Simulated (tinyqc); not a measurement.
The basis set: RHF and MP2 along a ladder of basis sets, for BeH2, spin multiplicity 1. Computed by the program tinyqc with PySCF. Command: `OMP_NUM_THREADS=1 python tinyqc.py 115882 115883 out.jsonl`; one thread of a shared host (Intel(R) Xeon(R) Processor @ 2.60GHz), about 2 s.

Geometry (angstrom):
```
atom,x,y,z
Be,0.0000,0.0000,0.0000
H,0.0000,1.2890,0.0000
H,0.0000,-1.2890,0.0000
```

Same geometry throughout; the dipole is taken about the origin.

RHF and frozen-core MP2 in a ladder of bases:
```
basis,functions,E(RHF) (hartree),E(MP2 corr) (hartree),HOMO (eV),LUMO (eV),dipole (debye)
sto-3g,7,-15.56135,-0.02199,-11.704,5.734,0.000
3-21g,13,-15.67220,-0.02781,-12.358,2.259,0.000
6-31g,13,-15.75808,-0.02798,-12.328,2.477,0.000
6-31g**,24,-15.76548,-0.04890,-12.258,2.521,0.000
cc-pvdz,24,-15.76580,-0.05090,-12.305,1.942,0.000
cc-pvtz,58,-15.77028,-0.06077,-12.362,1.657,0.000
```

From cc-pVDZ to cc-pVTZ the RHF energy falls by 4.5 mhartree and the correlation energy by 9.9. If valence correlation converges as X^-3, (27 E(T) - 8 E(D))/19 gives -0.0649 hartree, a rough estimate from such small X that usually falls short; STO-3G holds about 34 % of it. Beyond STO-3G the LUMO moves by 0.9 eV and the HOMO by 0.1 eV.
